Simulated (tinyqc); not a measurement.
RHF in the sto-3g basis, for H3+, spin multiplicity 1, step by step. One step of it, computed by the program tinyqc.

Problem. Iteration 3 (converged): orbitals. Diagonalise F' = X^T F X, C = X C', fill 1 alpha and 1 beta electrons from the bottom; D = 2 C_occ C_occ^T. Each column has its largest component positive (the first on a tie).

converged F (hartree):
```
           1H 1s      2H 1s      3H 1s
1H 1s  -0.748436  -0.707260  -0.707180
2H 1s  -0.707260  -0.748648  -0.707488
3H 1s  -0.707180  -0.707488  -0.748593
```

X:
```
               1          2         3
1H 1s  -0.141468   1.122859  0.412427
2H 1s   1.043389  -0.438882  0.412510
3H 1s  -0.901996  -0.683787  0.412489
```

Give: F' = X^T F X; orbital energies; coefficients C; D after iteration 3.

Solution.

F' = X^T F X (hartree):
```
         1        2        3
1  -0.0791   0.0000   0.0000
2   0.0000  -0.0795   0.0000
3   0.0000   0.0000  -1.1041
```

orbital energies (hartree): MO1 -1.1041, MO2 -0.0795, MO3 -0.0791

coefficients C:
```
          MO1      MO2      MO3
1H 1s  0.4124   1.1229  -0.1415
2H 1s  0.4125  -0.4389   1.0434
3H 1s  0.4125  -0.6838  -0.9020
```

D after iteration 3:
```
        1H 1s   2H 1s   3H 1s
1H 1s  0.3401  0.3403  0.3402
2H 1s  0.3403  0.3404  0.3403
3H 1s  0.3402  0.3403  0.3403
```
